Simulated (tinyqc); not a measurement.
Deep level as a short-range spherical well, step by step. Values are carried at full precision from step to step, so a last printed digit may differ when a step is redone from the rounded ones.

A spherical well of radius R and depth V0 below the conduction edge, one mass m, c = hbar^2/2m0. The s level at binding Et solves k cot(k R) = -kappa with k = sqrt(m (V0 - Et)/c), kappa = sqrt(m Et/c); it exists for V0 > Vc = c (pi/2R)^2/m. Outside, psi falls as exp(-kappa r)/r.

Constants: hbar^2/2m0 = 3.80998211 eV angstrom^2; fine-structure constant alpha = 0.007297352564; hc = 1239.841984 eV nm; kB = 8.617333262e-05 eV/K; hbar = 6.58211957e-16 eV s.

Parameters, chosen for this exercise (near those of 4H SiC; not measured data): R = 2.4 angstrom (radius of the well); V0 = 6.55 eV (depth of the well); m = 0.378 m0 (mass); n_r = 2.55 (refractive index); gv = 3 (valleys); sn = 0.71 x 1e-16 cm^2 (capture cross-section); T = 350 K (temperature).

## The bound level

Solve for Et; the share outside is [sin^2(kR)/(2 kappa)]/[sin^2(kR)/(2 kappa) + R/2 - sin(2kR)/(4k)].

Et = 0.5198 eV
k = 0.7735 1/angstrom
kappa = 0.2271 1/angstrom
share outside = 0.596
Vc = 4.318 eV

The well is 1.52 times the critical depth. Since dEt/dV0 equals the share inside, 0.40, a 1 % change of V0 moves Et by 5.1 %. The decay length is 4.4 angstrom, 1.8 times R.

## Peak of the photo-ionisation cross-section

Lucovsky model (delta well, plane-wave final states, no local-field factor): sigma = (32 pi alpha c/(3 n_r m Et)) (x - 1)^(3/2)/x^3, x = h nu/Et, c = hbar^2/2m0; 1 angstrom^2 = 1e-16 cm^2.

The maximum lies at x = 2. Give the photon energy, its wavelength and sigma there.

h nu = 1.040 eV
wavelength = 1193 nm
sigma = 23.2 x 1e-18 cm^2

With 60 % of the state outside the well the delta-well form is only a rough model of this centre.

## Thermal emission

Thermal emission e = sn v Nc exp(-Et/kB T), v = sqrt(6 c kB T/m)/hbar, Nc = 2 gv (m kB T/(4 pi c))^(3/2), c = hbar^2/2m0, one mass for both, degeneracy ratio 1; 1 angstrom = 1e-8 cm.

Give v, Nc, e and 1/e.

v = 2.052 x 1e7 cm/s
Nc = 22.05 x 1e18/cm^3
e = 1.05e+03 1/s
1/e = 0.000950 s

## Checks

- Et from the radial equation on a grid against the matching condition, eV: both 0.52.

(tinyqc, `OMP_NUM_THREADS=1 python tinyqc.py 1251399 1251400 out.jsonl`, Intel(R) Xeon(R) Processor @ 2.30GHz, 1 thread, shared host, about 0.01 s.)
